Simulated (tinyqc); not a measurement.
Inside a calculation. Model: one anharmonic mode: perturbation theory, self-consistent phonons and exact levels. Computed by tinyqc, a small Python program that keeps every step. Command: `OMP_NUM_THREADS=1 python tinyqc.py 3002632 3002633 out.jsonl scp walk`. One thread of a shared host (Intel(R) Xeon(R) Processor @ 2.30GHz), about 0.03 s of CPU time with the checks. Intermediate numbers are printed to about 5 digits and carried at full precision; extremes and crossings named in words are read from the listed rows.

V(x) = k x^2/2 + b x^4 for one coordinate x of mass M. A constant K > 0 gives hbar Omega = sqrt((hbar^2/u) K/M) with K in eV/angstrom^2 and M in u.

Inputs (values chosen for the exercise, for a model mode): mode mass M = 101 u; harmonic constant k = 4.8 eV/angstrom^2; quartic constant b = 24.1 eV/angstrom^4; temperature T = 71 K; mixing = 0.4; basis size N of the small matrix = 6.

Shape: single well.

Constants: hbar^2/u = 4.18015928e-03 eV angstrom^2; k_B = 8.617333262e-05 eV/K.

## Harmonic values and first-order shift

<x^2> = (hbar Omega/(2K)) coth(hbar Omega/(2 k_B T)) at K = k; first order in b shifts the quantum by 6 b <x^2> hbar Omega/k.

harmonic quantum = 14.095 meV

harmonic <x^2> = 0.0017941 angstrom^2

first-order shift = 0.76177 meV

## Self-consistent cycle

Self-consistent phonon, centred at x = 0: K = k + 12 b <x^2>, <x^2> = (hbar Omega/(2K)) coth(hbar Omega/(2 k_B T)). Start at K = |k|; K(new) = K + mixing x (K_out - K), but at least K/20; stop when |K_out - K| < 1e-9 |k| or after 90 steps.

Iterations:
```
step  K (eV/angstrom^2)  hbar Omega (meV)   K_out   K_out - K
0                4.8000            14.095  5.3188  5.1884e-01
1                5.0075            14.396  5.3031  2.9554e-01
2                5.1258            14.565  5.2946  1.6890e-01
3                5.1933            14.661  5.2900  9.6690e-02
4                5.2320            14.715  5.2874  5.5405e-02
5                5.2541            14.746  5.2859  3.1765e-02
6                5.2669            14.764  5.2851  1.8217e-02
7                5.2741            14.774  5.2846  1.0449e-02
8                5.2783            14.780  5.2843  5.9941e-03
...                 ...               ...     ...         ...
26               5.2839            14.788  5.2839  2.7182e-07
27               5.2839            14.788  5.2839  1.5595e-07
28               5.2839            14.788  5.2839  8.9470e-08
29               5.2839            14.788  5.2839  5.1331e-08
30               5.2839            14.788  5.2839  2.9450e-08
31               5.2839            14.788  5.2839  1.6896e-08
32               5.2839            14.788  5.2839  9.6936e-09
33               5.2839            14.788  5.2839  5.5614e-09
34               5.2839            14.788  5.2839  3.1907e-09
```

converged (1 yes, 0 no) = 1

self-consistent K = 5.2839 eV/angstrom^2

Converged at step 34.

## Self-consistent results

Its free energy is F = k_B T ln[2 sinh(hbar Omega/(2 k_B T))] + (k - K)<x^2>/2 + 3 b <x^2>^2, an upper bound to the exact one.

self-consistent quantum = 14.788 meV

self-consistent <x^2> = 0.0016734 angstrom^2

self-consistent free energy = 6.6201 meV

## Hamiltonian in a small basis

Basis: oscillator states n of the constant |k|, with x = s (a + a+), s^2 = hbar Omega/(2|k|); H = hbar Omega (n + 1/2) + (k - |k|) x^2/2 + b x^4, with exact matrix elements of x^2 and x^4.

H (meV):
$$\begin{pmatrix}
7.203 & 0.000 & 0.441 & 0.000 & 0.255 & 0.000 \\
0.000 & 21.921 & 0.000 & 1.273 & 0.000 & 0.569 \\
0.441 & 0.000 & 37.263 & 0.000 & 2.519 & 0.000 \\
0.000 & 1.273 & 0.000 & 53.228 & 0.000 & 4.182 \\
0.255 & 0.000 & 2.519 & 0.000 & 69.816 & 0.000 \\
0.000 & 0.569 & 0.000 & 4.182 & 0.000 & 87.028
\end{pmatrix}$$

## Levels in the small basis

Diagonalise H.

levels (meV): [7.196, 21.867, 37.075, 52.764, 70.011, 87.545]

## Exact levels and averages

Exact values use 120 basis states: F = -k_B T ln sum exp(-E_n/(k_B T)), and <x^2> is the Boltzmann mean.

lowest exact levels (meV): [7.196, 21.867, 37.071, 52.760, 68.898, 85.454]

E_1 - E_0 = 14.671 meV

exact free energy = 6.6178 meV

exact <x^2> = 0.0016762 angstrom^2

The self-consistent free energy lies 0.002 meV above the exact one, and its <x^2> is -0.2 % off. The small basis misses E_0 by 1.34e-05 meV.

## Three descriptions against temperature

The classical <x^2> is int x^2 exp(-V/(k_B T)) dx / int exp(-V/(k_B T)) dx (2001 points over six exact widths each way).

Results; columns: (1) T (K); (2) hbar Omega, self-consistent (meV); (3) <x^2>, self-consistent; (4) <x^2>, exact; (5) F, self-consistent (meV); (6) F, exact (meV); (7) <x^2>, classical:
```
(1)     (2)        (3)        (4)      (5)      (6)         (7)
8.2  14.681  0.0014096  0.0014104   7.1969   7.1960  1.4594e-04
20   14.681  0.0014101  0.0014109   7.1965   7.1956  3.5170e-04
41   14.699  0.0014525  0.0014536   7.1412   7.1401  7.0671e-04
74   14.800  0.0017027  0.0017058   6.5314   6.5289   0.0012396
130  15.057  0.0023440  0.0023556   3.7464   3.7369   0.0020867
230  15.537  0.0035704  0.0036109  -5.2422  -5.2798   0.0034649
390  16.222  0.0053879  0.0055002  -26.253  -26.374   0.0054196
650  17.142  0.0079512  0.0082152  -70.676  -71.019   0.0081707
```

The self-consistent quantum hardens from 14.68 to 17.14 meV, since a wider spread samples the steep quartic walls. Its <x^2> misses by -0.1 % at the lowest T and -3.2 % at the highest; the excess in F runs from 0.001 to 0.343 meV. The classical value is 0.10 of the exact one at the lowest T and 0.995 at the highest.

Checks made by the program: dF/dK = 0 at the solution (relative difference below 1e-10).
